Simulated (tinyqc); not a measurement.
# MOS capacitor on an n-type substrate, surface potential from the exact charge relation: effects of single changes

Uniform n-type substrate, Boltzmann statistics, full ionisation, classical densities. psi is the surface potential against the body (positive when the bands bend down) and u = -psi/Vt. Traps are spread evenly over the gap and neutral at flat band, so their charge is -q Dit psi; the minority quasi-Fermi level is shifted by Vb.

Inputs (values chosen for the exercise); band and dielectric values close to those of silicon:
- T = 300 K (temperature)
- Eg = 1.12 eV (band gap)
- eps_r = 11.5 (relative permittivity)
- Nc = 2.84e19 cm^-3 (conduction-band density of states at T)
- Nv = 2.66e19 cm^-3 (valence-band density of states at T)
- chi = 4.05 eV (electron affinity)
- N = 3.1e16 cm^-3 (donor density of the substrate)
- eox = 9.03 (relative permittivity of the gate insulator (close to aluminium oxide))
- tox = 13 nm (insulator thickness)
- phiM = 4.22 eV (gate work function)
- Nf = 0 cm^-2 (fixed charge at the interface, in units of q)
- Dit = 0 cm^-2 eV^-1 (density of interface traps)
- Vb = 0 V (reverse bias of the inversion layer against the body)

Constants: q = 1.602176634e-19 C, kB = 1.380649e-23 J/K, Vt = kB T/q, eps0 = 8.8541878128e-14 F/cm where lengths are in cm. Results are converted to the units shown.

Each table varies one quantity; the others keep the values above.

## Capacitance-voltage curves

ni = sqrt(Nc Nv) exp(-Eg/(2 Vt)), Eg in volts; phiF = Vt ln(N/ni); Cox = eps0 eox/tox; Vfb = phiM - chi - Vt ln(Nc/N) - q Nf/Cox; Q0 = sqrt(2 eps0 eps_r q N Vt); r = (ni/N)^2 exp(-Vb/Vt); VT = Vfb - [(2 phiF + Vb)(1 + q Dit/Cox) + sqrt(2 eps0 eps_r q N (2 phiF + Vb))/Cox]. u = -psi/Vt; F^2 = exp(-u) + u - 1 + r (exp(u) - u - 1); Qs = +sign(u) Q0 F; Cs = -dQs/dpsi = (Q0/Vt) |1 - exp(-u) + r (exp(u) - 1)|/(2 F). psi solves Vg = Vfb + psi + (q Dit psi - Qs)/Cox. Low frequency: 1/C_LF = 1/Cox + 1/(Cs + q Dit). High frequency, in the simple estimate in which traps and minority carriers do not follow: 1/C_HF = 1/Cox + 1/Cd, Cd being Cs with r = 0 at the same psi. Deep depletion: r = 0 and Dit = 0 both in the equation for psi and in Cs. Minority sheet density N_inv = (Q0/(2 q)) int_0^u r (exp(t) - 1)/F(t) dt for u > 0. N_inv under 1 cm^-2 is printed as 0. Regimes: accumulation when majority carriers gather, then depletion up to |psi| = phiF + Vb, weak inversion up to 2 phiF + Vb, strong inversion beyond.

Capacitance-voltage curves:
```
Vg (V),psi (V),C_LF/Cox,C_HF/Cox,C_deep/Cox,N_inv (cm^-2),regime
0.92,0.1737,0.9362,0.9362,0.9362,0,accumulation
0.52,0.1397,0.8846,0.8846,0.8846,0,accumulation
0.12,0.05907,0.6370,0.6370,0.6370,0,accumulation
-0.27,-0.1962,0.1653,0.1653,0.1653,5.143,depletion
-0.67,-0.5458,0.1019,0.1018,0.1018,2.050e6,weak inversion
-1.07,-0.8568,0.6654,0.08231,0.08000,2.253e11,strong inversion
-1.47,-0.9232,0.9058,0.07946,0.06803,1.495e12,strong inversion
-1.87,-0.9516,0.9448,0.07832,0.06020,2.919e12,strong inversion
-2.27,-0.9701,0.9610,0.07761,0.05457,4.383e12,strong inversion
```

C_LF/Cox is lowest, 0.102, at Vg = -0.67 V (weak inversion) among the rows listed and is 0.961 in the last row, where C_HF/Cox is 0.0776 and the deep-depletion value 0.0546. Vfb = -0.00631 V, where C_HF/Cox = 0.418 (Cox in series with eps0 eps_r/LD), and VT = -0.919 V. Over the last two rows psi moves by only 0.046 V a volt of gate bias, since the inversion charge screens the body. In strong accumulation and inversion degeneracy and confinement, left out here, lower the capacitance.

## Effect of the donor density of the substrate on threshold and swing

ni = sqrt(Nc Nv) exp(-Eg/(2 Vt)), Eg in volts; phiF = Vt ln(N/ni); Cox = eps0 eox/tox; Vfb = phiM - chi - Vt ln(Nc/N) - q Nf/Cox; VT = Vfb - [(2 phiF + Vb)(1 + q Dit/Cox) + sqrt(2 eps0 eps_r q N (2 phiF + Vb))/Cox]. gamma = sqrt(2 eps0 eps_r q N)/Cox; Wm = sqrt(2 eps0 eps_r (2 phiF + Vb)/(q N)); m = 1 + (eps0 eps_r/Wm + q Dit)/Cox; swing m Vt ln 10; Cmin/Cox = 1/(1 + Cox Wm/(eps0 eps_r)).

Results:
```
N (cm^-3),Vfb (V),2 phiF (V),gamma (V^0.5),VT (V),Wm (nm),m,swing (mV/decade),Cmin/Cox
1e15,-0.09509,0.5915,0.02937,-0.7092,867.1,1.019,60.66,0.01874
3.4e15,-0.06345,0.6548,0.05416,-0.7621,494.8,1.033,61.52,0.03238
1.1e16,-0.03310,0.7155,0.09741,-0.8310,287.5,1.058,62.95,0.05444
3.8e16,-0.001051,0.7796,0.1810,-0.9405,161.5,1.103,65.63,0.09299
4.4e17,0.06227,0.9062,0.6161,-1.430,51.17,1.324,78.79,0.2445
1.5e18,0.09397,0.9696,1.137,-1.996,28.66,1.578,93.91,0.3661
5e18,0.1251,1.032,2.077,-3.016,16.20,2.022,120.4,0.5055
```

Estimate the missing row, N = 1.3e17 cm^-3.

Computed row:
```
N (cm^-3),Vfb (V),2 phiF (V),gamma (V^0.5),VT (V),Wm (nm),m,swing (mV/decade),Cmin/Cox
1.3e17,0.03075,0.8432,0.3349,-1.120,90.80,1.182,70.38,0.1542
```

With this row back in the table: As N goes from 1e15 to 5e18, VT falls from -0.709 to -3.02 V, the swing rises from 60.7 to 120 mV/decade and Cmin/Cox rises from 0.0187 to 0.505. Of the change of VT by -2.31 V, 0.220 V comes from Vfb and -2.53 V from the band bending and the charge it takes. gamma goes as N^(0.50) and Wm as N^(-0.47); phiF, which grows slowly with N, keeps the latter from -1/2.

## Effect of the fixed charge at the interface on threshold and swing

Same model as above.

The same in every row: 2 phiF (V) = 0.76906; gamma (V^0.5) = 0.16352; Wm (nm) = 177.58; m = 1.0932; swing (mV/decade) = 65.076; Cmin/Cox = 0.085282.

Effect of the fixed charge at the interface on threshold and swing:
```
Nf (cm^-2),Vfb (V),VT (V)
-4e11,0.097888,-0.81458
-2e11,0.045786,-0.86668
0,-0.0063147,-0.91878
2e11,-0.058416,-0.97088
4e11,-0.11052,-1.0230
6e11,-0.16262,-1.0751
8e11,-0.21472,-1.1272
```

What does the comparison show?

As Nf goes from -4e11 to 8e11, VT falls from -0.815 to -1.13 V, the swing stays at 65.1 mV/decade and Cmin/Cox stays at 0.0853. The whole change of VT is that of Vfb: the curve shifts rigidly.

Numbers from tinyqc (`OMP_NUM_THREADS=1 python tinyqc.py 2060013 2060014 out.jsonl`; about 0.01 s on one thread of a shared Intel Xeon 2.30GHz).
